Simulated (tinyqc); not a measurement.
What moves the results: band offset from the macroscopic average of a supercell potential. A value that a table varies takes the place of the one given here.

A model of the planar-averaged electrostatic energy of an electron in a periodic cell of N1 periods of A (L1 = N1 n1 h) and N2 periods of B (L2 = N2 n2 h), on z_j = j h: V(z) = f VA + (1 - f) VB + F t(z), VA = V1[0] + V1[1] cos(2 pi z/(n1 h)) + V1[2] cos(4 pi z/(n1 h)), VB the same with V2, n2 and z - L1. f = [tanh(z/w) - tanh((z - L1)/w) + tanh((z - L1 - L2)/w)]/2 + 1/2; t(z) = z - L1/2 in A and (L1/L2)(L1 + L2/2 - z) beyond, so that the cell is periodic.

Running mean over n points, periodic: for odd n the plain mean of the n points centred on j; for even n the n + 1 points with half weight at both ends. The macroscopic average applies the mean over n1 points and then over n2 points.

dEv = Ev(A) - Ev(B) = Ev1 - (dV + Ev2); dEc = Ec(B) - Ec(A) = Eg2 - Eg1 - dEv. The correction of a gap, c = Eg[1] - Eg[0], lowers the valence top by fv c and leaves dV, a ground-state quantity, as it is. Type I: dEv and dEc of one sign; II: opposite signs; III: no overlap of the gaps.

Inputs chosen for the exercise (gaps near those of InAs and GaSb; the results hold for these values, not for the real material):
```
symbol  value                 unit         meaning
h       0.3                   angstrom     grid step
n1      6                                  grid points per period of A
n2      6                                  grid points per period of B
V1      (-4.52, 1.1, -0.02)   eV           mean and two harmonics of the potential in A
V2      (-5.52, 1.91, -0.67)  eV           the same in B
w       0.3                   angstrom     width of the interfaces
N1      5                                  periods of A
N2      5                                  periods of B
F       0                     eV/angstrom  slope in A from opposite charges on the two interfaces
Ev1     7.91                  eV           valence top of bulk A above its mean potential
Eg1     (0.05, 0.42)          eV           gap of A: semi-local value, corrected value
Ev2     9.83                  eV           valence top of bulk B above its mean potential
Eg2     (0.1, 0.81)           eV           gap of B: semi-local value, corrected value
```

## How thick the regions must be

N1 = N2 = N, no slope (F = 0); dV is read at j = floor(N n1/2) and N n1 + floor(N n2/2). The exact value is V2[0] - V1[0].

Results:
```
N  L1 (angstrom)  dV (eV)  error (meV)
1           1.80  -0.5923       407.66
2           3.60  -0.9782        21.76
3           5.40  -0.9998         0.21
4           7.20  -1.0000         0.00
5           9.00  -1.0000         0.00
6          10.80  -1.0000         0.00
```

The error is below 10 meV from N = 3 on. The two windows together span 3.60 angstrom and must fit between the interface tails, which fall as exp(-2 z/w); the errors at N = 2, 3 and 4 are 21.76, 0.21 and 0.00 meV.

## The choice of windows

dV read at j = 15 and 45 after means over the numbers of points listed; ripple is the spread over the five points around each.

Results:
```
windows  dV (eV)  ripple in A (meV)  ripple in B (meV)
none      -2.460               1680               3870
6 only    -1.000                  0                  0
7 only    -0.977                231                273
7, 7      -1.030                 34                 79
6, 6      -1.000                  0                  0
```

Which rows can be used, and how does a wrong window show?

The last row matches both periods and lies 0 meV from the value of a thick cell, V2[0] - V1[0] = -1.000 eV. Against it the raw potential errs by -1.46 eV. Within 20 meV of it lie: 6 only. A window one point too long leaves a ripple of 231 meV in A, against 0 meV in the last row: the ripple is the sign to look for. Rows to use, with under 30 meV of ripple in both regions once the tilt is taken off: 6 only and 6, 6. A row with a large ripple can hit the right value only by chance.

## Where the gap correction goes

dV = B - A = -1.0000 eV

fv1 and fv2 are varied.

Offsets (eV):
```
fv1  fv2     dEv    dEc
0.0  0.0  -0.920  1.310
0.5  0.5  -0.750  1.140
1.0  1.0  -0.580  0.970
0.0  1.0  -0.210  0.600
1.0  0.0  -1.290  1.680
0.3  0.7  -0.534  0.924
```

dEv + dEc = 0.390 eV in every row, but dEv alone spans 1.08 eV, the sum of the two corrections. A scissor on the conduction bands alone (first row) keeps the semi-local dEv; with equal shares fv the shift is fv times the difference of the corrections, +0.34 eV, against their sum of 1.08 eV: with like shares the error cancels only in part.

tinyqc: `OMP_NUM_THREADS=1 python tinyqc.py 1850184 1850185 out.jsonl`; about 0.01 s, one thread, shared Intel(R) Xeon(R) Processor @ 2.30GHz.
